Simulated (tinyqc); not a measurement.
# Scattering of inversion-layer electrons by surface optical phonons of the gate insulator (remote phonon scattering), step by step

A worked calculation. Computed by tinyqc, a small Python program that keeps every step. Command: `OMP_NUM_THREADS=1 python tinyqc.py 3114353 3114354 out.jsonl sophonon walk`. One thread of a shared host (Intel(R) Xeon(R) Processor @ 2.30GHz), about 0.01 s of CPU time with the checks. Intermediate numbers are printed to about 6 digits and carried at full precision; extremes and crossings named in words are read from the listed rows.

One subband with the Fang-Howard envelope; insulator and channel are half-spaces, the gate is far away, and an interlayer only moves the polar surface away by t (its own modes and its permittivity contrast are left out).

Inputs (values chosen for the exercise, modelled on HfO2 on silicon):
```
quantity                                 value        unit
static constant of the insulator eps_0s   21.6           -
intermediate constant eps_i               6.58           -
optical constant eps_inf                  5.06           -
hbar omega_TO1                            12.6         meV
hbar omega_TO2                            47.1         meV
constant of the channel eps_s             11.7           -
in-plane mass m                          0.193         m_0
valleys g_v                                  2           -
sheet density n                          4e+12      1/cm^2
mean distance of the electrons z0 = 3/b    1.2          nm
interlayer thickness t                       0          nm
temperature T                              400           K
electron energy E                           84         meV
mobility from other processes              320  cm^2/(V s)
```

Screening by the channel electrons: none.

Constants: k_B = 8.617333262e-05 eV/K; hbar^2/(2 m_0) = 3.80998212 eV angstrom^2; e^2/(4 pi eps_0) = 14.39964548 eV angstrom; hbar = 6.582119569e-16 eV s; e = 1.602176634e-19 C; m_0 = 9.1093837015e-31 kg.

## Surface modes and strengths

eps(w) = eps_inf + (eps_0s - eps_i) w1^2/(w1^2 - w^2) + (eps_i - eps_inf) w2^2/(w2^2 - w^2). Surface modes solve eps(w) + eps_s = 0, a quadratic in w^2; the strength of a mode is g = 2/(w d eps/dw). Occupation N = 1/(exp(hbar w/(k_B T)) - 1).

hbar omega_SO (meV): 1 16.9591, 2 49.3257

strengths g: 1 0.0240566, 2 0.0055793

occupations N: 1 1.57333, 2 0.31418

hbar omega g (2 N + 1) (meV): 1 1.69175, 2 0.44813

The lower mode has the larger hbar omega g N, the prefactor of absorption before the dependence on q: 0.642 and 0.0865 meV.

## The electron gas

Density of states D = g_v m/(pi hbar^2); eta = E_F/(k_B T) = ln(exp(n/(D k_B T)) - 1); screening wave number q_s = e^2 D/(2 eps_0 eps_avg) x 1/(1 + exp(-eta)), eps_avg = (eps_s + eps_inf)/2; b = 3/z0.

D = 1.61244e+14 1/(eV cm^2)

eta = 0.0523901

q_s = 0.893243 1/nm

b = 2.5 1/nm

## Squared matrix elements

For a mode of strength g, without the occupation factor, Area x |M(q)|^2 = e^2 hbar w g/(2 eps_0 q) x (b/(b + q))^6 exp(-2 q t).

Area x |M|^2 (meV^2 nm^2):
```
q (1/nm)  (b/(b + q))^6  exp(-2 q t)   mode 1   mode 2
0.05           0.887971            1  65553.7  44219.2
0.10           0.790315            1  29172.2  19678.0
0.20           0.630170            1  11630.4   7845.3
0.30           0.506631            1   6233.6   4204.9
0.50           0.334898            1   2472.4   1667.7
0.80           0.189041            1    872.2    588.4
1.20           0.095155            1    292.7    197.4
```

## Rates at the energy E

Approximate momentum relaxation rate, taking tau v alike in the initial and final states: 1/tau = (m/(2 pi hbar^3)) sum over modes and over absorption (N, E' = E + hbar w) and emission (N + 1, E' = E - hbar w > 0) of [(1 - f(E'))/(1 - f(E))] int_0^(2 pi) Area |M(q)|^2 (1 - cos theta) d theta, q^2 = k^2 + k'^2 - 2 k k' cos theta, f the Fermi function; 48 midpoints in theta from 0 to pi.

rates (1/ps): mode 1 absorption 3.05109, mode 1 emission 5.83750, mode 2 absorption 0.33166, mode 2 emission 2.07056

tau at E = 88.5676 fs

## Mobility

mu = (e/m) int tau E f (1 - f) dE/(k_B T int f dE), by 300 midpoints from 0 to (max(eta, 0) + 14) k_B T; Matthiessen sum with the other processes.

remote-phonon mobility = 877.209 cm^2/(V s)

total mobility = 234.468 cm^2/(V s)

loss of mobility = 26.7288 %

Caution: a relaxation time is only an approximation for inelastic scattering, and static or no screening brackets the true dynamic screening only roughly.

## What an interlayer buys

The formulas are those given above.

Against the interlayer thickness:
```
t (nm)  remote-phonon mobility (cm^2/(V s))  total (cm^2/(V s))
0.0                                   877.2             234.468
0.3                                  1453.4             262.259
0.6                                  2270.7             280.474
1.0                                  3775.9             294.999
1.5                                  6376.1             304.708
2.0                                  9841.6             309.923
3.0                                 19743.4             314.896
```

1 nm of interlayer raises the remote-phonon mobility by a factor 4.30, as exp(2 q t) with an effective q of 0.73 per nm; between 2 and 3 nm the effective q is 0.35. The total goes from 234 to 295 over the first nanometre.

Checks made by the program: sum of strengths against 1/(eps_s + eps_inf) - 1/(eps_s + eps_0s) (relative difference below 1e-10).
